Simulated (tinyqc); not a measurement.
From results back to parameters: configuration-coordinate model of carrier capture at a defect. Three cases, with inputs chosen for the exercise.

Problem. For two parabolas of equal curvature the ionisation peak lies at ET + ER, the emission barrier is (ER + ET)^2/(4 ER), and the standard deviation of the band at T = 0 is sqrt(ER hw). The values come from hidden ET, ER and hw.

Case 1.

ionisation peak = 0.5000 eV
emission barrier = 0.480769 eV
standard deviation at T = 0 = 0.064498 eV

Case 2.

ionisation peak = 1.2100 eV
emission barrier = 0.457531 eV
standard deviation at T = 0 = 0.203961 eV

Case 3.

ionisation peak = 1.2400 eV
emission barrier = 0.620000 eV
standard deviation at T = 0 = 0.149399 eV

Find: ET, ER, hw; capture barrier.

Solution. ER is the squared peak energy over four times the emission barrier; ET is the rest, hw = variance/ER, and the capture barrier is the emission barrier less ET.

Case 1.

ET, ER, hw (eV): 0.370  0.130  0.032

capture barrier = 0.111 eV

Case 2.

ET, ER, hw (eV): 0.410  0.800  0.052

capture barrier = 0.048 eV

Case 3.

ET, ER, hw (eV): 0.620  0.620  0.036

capture barrier = 0.000 eV

Computed by tinyqc, one run a case: `OMP_NUM_THREADS=1 python tinyqc.py N N+1 out.jsonl` with N = 1481681, 1481699, 1481749; one thread of a shared Intel(R) Xeon(R) Processor @ 2.30GHz, about 0.01 s a run at most.
